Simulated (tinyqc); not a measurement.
# Thickness from the transmission

Problem. A dielectric of barrier phi1 and mass m1 carries the voltage V, so U = phi1 - V x/t1. At E = 0 the WKB exponent is S = (4 t1/(3 V)) sqrt(m1/C) [phi1^1.5 - max(phi1 - V, 0)^1.5], C = hbar^2/(2 m0), and T = exp(-S). Find S, t1 and the field.

Parameters, values chosen for the exercise:
- phi1 = 1.44 eV (barrier of layer 1 above the emitter Fermi level at zero bias)
- m1 = 0.21 m0 (tunnelling mass of layer 1)
- V = 1.3 V (voltage across the dielectric)

Constants: q = 1.602176634e-19 C, hbar = 1.054571817e-34 J s, m0 = 9.1093837015e-31 kg, hbar^2/(2 m0) = 0.0380998212 eV nm^2. Results are converted to the units shown.

T at E = 0 = 0.0015716577

Answer. At fixed V the exponent is proportional to t1.

S = 6.46
t1 = 1.60 nm
field = 8.12 MV/cm

Numbers from tinyqc (`OMP_NUM_THREADS=1 python tinyqc.py 2540163 2540164 out.jsonl`; about 0.04 s on one thread of a shared Intel Xeon 2.30GHz).
